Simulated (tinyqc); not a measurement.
Elastic strain and critical thickness of a cubic alloy layer A(1-x)B(x) on a thick substrate. Changing the substrate thickness t_S. Computed by tinyqc, a small Python program. Command: `OMP_NUM_THREADS=1 python tinyqc.py 3006099 3006100 out.jsonl misfit sweep`. One thread of a shared host (Intel(R) Xeon(R) Processor @ 2.30GHz), about 0.01 s of CPU time with the checks.

Strain is positive in tension. The layer is coherent with the substrate unless said otherwise.

Inputs (values chosen for the exercise, for a model alloy):
```
quantity,value,unit
fraction x of B,0.33,-
lattice constant a_A,5.869,angstrom
lattice constant a_B,6.058,angstrom
substrate lattice constant a_S,5.878,angstrom
layer thickness h,25,nm
biaxial modulus of the substrate M_S,89.3,GPa
wafer diameter W,100,mm
```

Growth plane: (001).

C11, C12, C44 of A (GPa): [108.5, 58.5, 40.67]

C11, C12, C44 of B (GPa): [89.48, 46.68, 41.23]

Method:
- a = (1 - x) a_A + x a_B, the same rule for each C_ij; misfit f = (a_S - a)/a, the in-plane strain of the coherent layer.
- (001): D = 2 C12/C11, M = C11 + C12 - 2 C12^2/C11. The free surface carries no normal stress, so e_perp = -D f; dV/V = 2 f + e_perp; stress = M f; energy per area = M f^2 h (1 GPa nm = 1 J/m^2).
- Stoney: curvature = 6 |stress| h/(M_S t_S^2); radius = 1/curvature; bow = curvature W^2/8.

One run for each value:
```
substrate thickness t_S (micrometre),curvature (1/m),radius of curvature (m),bow (micrometre)
100,0.14887,6.72,186.09
150,0.06616,15.11,82.71
220,0.03076,32.51,38.45
320,0.01454,68.78,18.17
460,0.00704,142.14,8.79
680,0.00322,310.61,4.02
1000,0.00149,671.73,1.86
```

What does the table show, and why?

Over the rows, curvature (1/m) falls from 0.149 to 0.00149 (exponent d ln y / d ln x about -2.0 throughout); radius of curvature (m) rises from 6.72 to 672 (exponent d ln y / d ln x about 2.0 throughout); bow (micrometre) falls from 186 to 1.86 (exponent d ln y / d ln x about -2.0 throughout). The exponent of curvature stays at -2: the bending stiffness grows as t^3 and the lever arm as t.

Caution (all rows): the curvature assumes a coherent layer, but h exceeds h_c. Caution (rows 100, 150): a bow above a fifth of the wafer thickness is beyond Stoney's small-deflection limit.
